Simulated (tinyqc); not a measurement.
Worked calculation: ellipsoidal valleys in the axes of a wafer and a channel. Values are carried at full precision from step to step, so a last printed digit may differ when a step is redone from the rounded ones.

Valleys with axes a along [111], [1-1-1], [-11-1] and [-1-11], one whole valley each; inverse mass tensor w = 1/mt + (1/ml - 1/mt) a a. Device axes: z = nz/|nz|, x = nx/|nx|, y = z cross x; in them a = (ax, ay, az). Confinement mass mz = 1/w_zz. In the plane w_ij is replaced by u_ij = w_ij - w_iz w_jz/w_zz (i, j = x, y); density-of-states mass md = 1/sqrt(det u); conductivity mass along x mc = 1/u_xx; ballistic transport mass mx = u_yy/det u, width mass my = 1/u_yy.

Constants: hbar^2/2m0 = 3.80998211 eV angstrom^2; kB = 8.617333262e-05 eV/K.

Parameters, chosen for this exercise (near those of the L valleys of GaAs; shifted at random, so the results belong to these values and not to a real crystal):
```
symbol  value      unit  meaning
ml      1.829      m0    longitudinal mass
mt      0.073      m0    transverse mass
nz      (0, 0, 1)        surface normal (confinement)
nx      (1, 1, 0)        channel direction
t       2.5        nm    thickness of the film
T       77         K     temperature
```

## Device axes and valley axes

Give the rows x, y, z in cubic components and each valley axis in device components.

device axes:
```
     [100]   [010]   [001]
x   0.7071  0.7071  0.0000
y  -0.7071  0.7071  0.0000
z   0.0000  0.0000  1.0000
```

valley axes:
```
               ax        ay        az
[111]     0.81650   0.00000   0.57735
[1-1-1]   0.00000  -0.81650  -0.57735
[-11-1]   0.00000   0.81650  -0.57735
[-1-11]  -0.81650   0.00000   0.57735
```

## Tensors of the valley [111]

Form w and the reduced tensor u.

w (1/m0):
```
         x        y        z
x   4.9307   0.0000  -6.1999
y   0.0000  13.6986   0.0000
z  -6.1999   0.0000   9.3147
```

u (1/m0):
```
        x        y
x  0.8041   0.0000
y  0.0000  13.6986
```

The axis is tilted against the normal, so w_xz or w_yz is not zero and the reduction changes the masses in the plane.

## Masses of all valleys

Give mz, md, mc, mx and my.

Masses (m0):
```
valley        mz       md       mc       mx       my
[111]    0.10736  0.30131  1.24367  1.24367  0.07300
[1-1-1]  0.10736  0.30131  0.07300  0.07300  1.24367
[-11-1]  0.10736  0.30131  0.07300  0.07300  1.24367
[-1-11]  0.10736  0.30131  1.24367  1.24367  0.07300
```

mz md^2 = ml mt^2 = 0.00975 for every valley, so a heavy confinement mass comes with a small density of states. On this face all axes make the same angle with the normal.

## Subbands and shares in a film

Hard walls: E_n = c (n pi/t)^2/mz, c = hbar^2/2m0, n = 1, 2, 3. Non-degenerate share of a valley proportional to md sum_n exp(-E_n/kT); mean 1/mc = sum of share/mc. 1 nm = 10 angstrom.

Give the ladders, the shares and the mean conductivity mass.

Subbands:
```
valley   E1 (meV)  E2 (meV)  E3 (meV)  share
[111]       560.4    2241.7    5043.7  0.250
[1-1-1]     560.4    2241.7    5043.7  0.250
[-11-1]     560.4    2241.7    5043.7  0.250
[-1-11]     560.4    2241.7    5043.7  0.250
```

mean mc = 0.1379 m0

The lowest ladder ([111], [1-1-1], [-11-1] and [-1-11]) holds 100 % of the electrons in these valleys: all valleys have the same mz and md on this face, though not always the same mc. Energies of several hundred meV lie beyond the parabolic range, and real barriers are finite, so these are upper bounds.

## Checks

- mz md^2 against ml mt^2: they agree to 1e-10 or better.
- mx my against md^2: they agree to 1e-10 or better.

Run: tinyqc, `OMP_NUM_THREADS=1 python tinyqc.py 1880396 1880397 out.jsonl`; Intel(R) Xeon(R) Processor @ 2.30GHz, one thread, shared host; about 0.01 s of CPU time with all checks.
